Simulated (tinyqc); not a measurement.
Coherent potential approximation for a binary alloy with a semi-elliptic band: one step. Densities on A and B, and the lifetime. Two cases, with inputs chosen for the exercise.

Problem. G_i = G/(1 - (e_i - S) G); densities -Im G_i/pi; their weighted sum must be -Im G/pi. Lifetime hbar/(2 |Im S|), which has a meaning only while |Im S| is small against W. Weak-scattering value of S: x (1 - x) d^2 G.

Site levels eA = -x d (share 1 - x) and eB = (1 - x) d (share x), so that their mean, the virtual crystal, is 0. Pure band: G0(z) = 2 (z - sqrt(z - W) sqrt(z + W))/W^2 with principal roots, density -Im G/pi per site. The medium has a self-energy S(z), G = G0(z - S), z = E + i eta. t_i = (e_i - S)/(1 - (e_i - S) G); the CPA demands <t> = (1 - x) tA + x tB = 0. Iteration: start at S = 0, set S(new) = S + <t>/(1 + <t> G), stop when |<t>| < 1e-9 eV.

Constants: hbar = 6.58211957e-16 eV s.

Give: densities; lifetime; weak-scattering S.

Case 1.

Values chosen: x = 0.43 (fraction of B); d = 0.88 eV (eB - eA).

eA, eB (eV): -0.378400  0.501600

S = -0.0793489-0.0649151i eV
G = -0.4041241-0.4063581i 1/eV

Solution.

densities (1/eV): on A 0.1665, on B 0.0802, weighted sum 0.1293, medium 0.1293

lifetime = 5.07 fs
weak-scattering S = -0.0767-0.0771i eV

An A site carries the larger density here, by a factor 2.08; the weak-scattering value is 12 % from S.

Case 2.

Values chosen: x = 0.49 (fraction of B); d = 3.37 eV (eB - eA).

eA, eB (eV): -1.651300  1.718700

S = 2.1196214-1.1591255i eV
G = -0.2546467-0.4294676i 1/eV

Solution.

densities (1/eV): on A 0.0228, on B 0.2553, weighted sum 0.1367, medium 0.1367

lifetime = 0.284 fs
weak-scattering S = -0.7227-1.2189i eV

A B site carries the larger density here, by a factor 11.21; the weak-scattering value is 118 % from S.

Computed by tinyqc, one run a case: `OMP_NUM_THREADS=1 python tinyqc.py N N+1 out.jsonl` with N = 1480539, 1480586; one thread of a shared Intel(R) Xeon(R) Processor @ 2.30GHz, about 0.02 s a run at most.
